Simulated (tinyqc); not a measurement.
From results back to parameters: WKB tunnelling through a gate dielectric with a two-band (Franz) dispersion. Three cases, with inputs chosen for the exercise.

Problem. In the Fowler-Nordheim regime with a parabolic band J/F^2 is proportional to exp(-B/F), B = (4/3) sqrt(m/c) phi^(3/2), c = hbar^2/2m0, 1 V/angstrom = 100 MV/cm. The ratio below was computed from a hidden barrier.

Constants: hbar^2/2m0 = 3.80998211 eV angstrom^2.

Find: B; phi.

Method. B is the logarithm divided by 1/F1 - 1/F2; then phi = (3 B/(4 sqrt(m/c)))^(2/3). The slope fixes only m phi^3, so the mass must be known.

Case 1.

Values chosen (out of a larger set: of the size used for Al2O3 on silicon; not measured data): m = 0.34 m0 (mass at the conduction edge); F1 = 8.2 MV/cm (first field); F2 = 12 MV/cm (second field).

ln[(J2/F2^2)/(J1/F1^2)] = 5.05352

Solution.

B = 130.86 MV/cm
phi = 2.210 eV

Case 2.

Values chosen (out of a larger set: of the size used for La2O3 on silicon; not measured data): m = 0.23 m0 (mass at the conduction edge); F1 = 8.5 MV/cm (first field); F2 = 12.5 MV/cm (second field).

ln[(J2/F2^2)/(J1/F1^2)] = 4.67177

Solution.

B = 124.09 MV/cm
phi = 2.430 eV

Case 3.

Values chosen (out of a larger set: of the size used for HfO2 on silicon; not measured data): m = 0.19 m0 (mass at the conduction edge); F1 = 7.2 MV/cm (first field); F2 = 12.4 MV/cm (second field).

ln[(J2/F2^2)/(J1/F1^2)] = 3.15415

Solution.

B = 54.15 MV/cm
phi = 1.490 eV

Computed by tinyqc, one run a case: `OMP_NUM_THREADS=1 python tinyqc.py N N+1 out.jsonl` with N = 1452248, 1452271, 1452302; one thread of a shared Intel(R) Xeon(R) Processor @ 2.30GHz, about 0.01 s a run at most.
